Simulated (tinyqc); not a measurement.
Bulk transistor, scale length and short-channel effects: one step of the calculation.

A gate, an insulator of thickness ti and a depleted layer of depth ts on a conducting body. Below threshold the potential that source and drain add obeys Laplace's equation and vanishes on the gate and at the bottom of the depleted layer. Its lowest mode decays along the channel as exp(-k y); k is the smallest positive root of the matching condition at the interface, and the scale length is Lambda = pi/k.

Question. Threshold shift, barrier position and swing. Along the channel psi(y) = s + a exp(y/l) + b exp(-y/l) with psi(0) = Vbi, psi(L) = Vbi + Vds and l = 1/k = Lambda/pi; with A = Vbi - s, B = A + Vds, x = exp(-L/l): a = (B - A x) x/(1 - x^2), b = (A - B x)/(1 - x^2). The minimum is s + 2 sqrt(a b), at y = (l/2) ln(b/a). The long-channel potential follows the gate as s = sT + (Vg - VTL)/m, and the threshold VT is the gate voltage at which the minimum equals sT. Swing = m Vt ln 10/g at threshold, g = d(minimum)/ds = 1 - (b x + a)/((1 + x) sqrt(a b)).

Parameters, values chosen for the exercise; permittivities: semiconductor made up, insulator close to that of aluminium oxide: temperature T = 300 K; channel length L = 73 nm; potential of the source Vbi = 0.95 V; potential of the barrier top at threshold sT = 0.57 V; long-channel threshold VTL = 0.35 V; long-channel body factor m = 1.13; drain voltage Vds = 0.7 V.

Constants: q = 1.602176634e-19 C, kB = 1.380649e-23 J/K, Vt = kB T/q. Results are converted to the units shown.

l = 8.5883204 nm

Wanted: s at threshold; a; b; position of the minimum; VT; swing.

Answer.

s at threshold = 0.55112 V
a = 2.2359e-4 V
b = 0.39866 V
position of the minimum = 32.146 nm
VT = 0.32866 V
swing = 69.508 mV/decade

The threshold lies 21.3 mV below the long-channel value, and the barrier top sits at 0.44 L from the source.

tinyqc, about 0.01 s, one thread, Intel Xeon 2.30GHz (shared host): `OMP_NUM_THREADS=1 python tinyqc.py 2420141 2420142 out.jsonl`
